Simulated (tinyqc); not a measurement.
Changing the donor depth E_D: charge neutrality of a doped semiconductor with incomplete ionisation. Computed by tinyqc, a small Python program. Command: `OMP_NUM_THREADS=1 python tinyqc.py 3009480 3009481 out.jsonl dopant sweep`. One thread of a shared host (Intel(R) Xeon(R) Processor @ 2.30GHz), about 0.05 s of CPU time with the checks.

Energies are counted from the top of the valence band; E_D is measured down from the conduction band and E_A up from the valence band.

Inputs (values chosen for the exercise, modelled on GaAs):
```
quantity                    value   unit
gap at 0 K E_g0              1.54     eV
Varshni alpha            0.000536   eV/K
Varshni beta                  199      K
electron mass m_e          0.0682    m_0
valleys M_c                     1      -
hole mass m_h               0.532    m_0
donor density N_D         4.3e+14  cm^-3
acceptor density N_A      1.1e+14  cm^-3
acceptor depth E_A         0.0283     eV
donor degeneracy g_D            2      -
acceptor degeneracy g_A         4      -
temperature T                 450      K
iteration cap                  60      -
```

Doping: n-type, compensated. Statistics of the bands: Fermi-Dirac. Solver: bisection. Start of Newton steps: intrinsic level E_i.

Constants: m_0 = 9.1093837015e-31 kg; k_B = 1.380649e-23 J/K; h = 6.62607015e-34 J s; k_B = 8.617333262e-05 eV/K.

Method:
- E_g = E_g0 - alpha T^2/(T + beta).
- N_c = 2 M_c (2 pi m_e k_B T/h^2)^(3/2) and N_v = 2 (2 pi m_h k_B T/h^2)^(3/2), masses in units of m_0.
- n_i = sqrt(N_c N_v) exp(-E_g/(2 k_B T)); E_i = E_g/2 + (k_B T/2) ln(N_v/N_c).
- n = N_c F_1/2((E_F - E_g)/k_B T), p = N_v F_1/2(-E_F/k_B T).
- F_1/2(eta) = (2/sqrt(pi)) int_0^infinity sqrt(x)/(1 + exp(x - eta)) dx, by the trapezoid rule in t = sqrt(x) with step 0.02 up to t = 12 (for eta < -12 by exp(eta) - exp(2 eta)/2^(3/2)).
- N_D+ = N_D/(1 + g_D exp((E_F - E_g + E_D)/k_B T)).
- N_A- = N_A/(1 + g_A exp((E_A - E_F)/k_B T)).
- Neutrality: p + N_D+ = n + N_A-; the log ratio is ln[(p + N_D+)/(n + N_A-)].
- Bisection of the log ratio between E = -0.3 and E_g + 0.3 eV; stop when |log ratio| < 1e-9.

One run for each value; columns: (1) donor depth E_D (eV); (2) majority density n (cm^-3); (3) ionised share of the donors; (4) distance of E_F from the majority band edge (eV):
```
(1)            (2)      (3)      (4)
0.0050  3.1962e+14  0.99911  0.30445
0.0093  3.1957e+14  0.99901  0.30446
0.0170  3.1948e+14  0.99879  0.30447
0.0320  3.1924e+14  0.99823  0.30450
0.0600  3.1844e+14  0.99637  0.30459
0.1100  3.1445e+14  0.98710  0.30508
0.2100  2.6542e+14  0.87307  0.31166
0.3900  3.4703e+13  0.33652  0.39055
```

What does the table show?

Over the rows, majority density n (cm^-3) falls from 3.20e14 to 3.47e13 (exponent d ln y / d ln x -2.2e-4 between the first rows and -3.3 between the last); ionised share of the donors falls from 0.999 to 0.337 (exponent d ln y / d ln x -1.7e-4 between the first rows and -1.5 between the last); distance of E_F from the majority band edge (eV) rises from 0.304 to 0.391.
